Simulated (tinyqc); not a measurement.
Classical Heisenberg spin chain: exact results, Metropolis, heat-bath and over-relaxation steps, and a Monte Carlo run: one step, computed by the program tinyqc.

E = -J sum_i s_i . s_(i+1) for unit vectors s_i on an open chain; K = J/(k_B T).

Task: Four single-spin steps. The given spins are first normalised. Spins 2 and 3 are updated in turn, with h = K (sum of the two neighbours). Heat bath: cos(theta) = 1 + ln(1 - r1 (1 - exp(-2 |h|)))/|h| about n = h/|h|, azimuth 2 pi r2 = phi in the frame a = n x z/|n x z|, b = n x a: s = n cos(theta) + sin(theta)(a cos(phi) + b sin(phi)); r1, r2 are the first two numbers of the row. Steps 2 and 4 are reflections, s -> 2 (s . h) h/|h|^2 - s, which keep the energy and use no random number.

Inputs (values chosen for the exercise, for a model chain of large moments): temperature T = 59.7 K.

Update: heat bath with over-relaxation.

four neighbouring spins (rows; components x, y, z):
```
         1        2        3
1   0.6074   0.4478   0.6561
2   0.8523  -0.0020  -0.5230
3  -0.4086  -0.2258   0.8843
4  -0.9342  -0.0410  -0.3543
```

random numbers, one row a step:
```
        1       2       3
1  0.8005  0.9741  0.8393
2  0.4741  0.3055  0.0337
3  0.3329  0.9670  0.6697
4  0.0593  0.7139  0.3952
```

K = 2.915708

Give: the table «Steps» with the columns |h|, h . s before, h . s after, move, x, y, z.

Result:

Steps:

| spin | \|h\| | h . s before | h . s after | move | x | y | z |
|---|---|---|---|---|---|---|---|
| 2 | 4.575 | -1.856 | 2.963 | heat bath | 0.5613 | -0.5002 | 0.6594 |
| 3 | 2.113 | 1.587 | 1.587 | reflection | -0.3648 | -0.8964 | -0.2517 |
| 2 | 1.898 | 1.829 | 1.504 | heat bath | -0.2665 | -0.7615 | 0.5908 |
| 3 | 4.267 | 3.201 | 3.201 | reflection | -0.8663 | 0.0737 | 0.4941 |
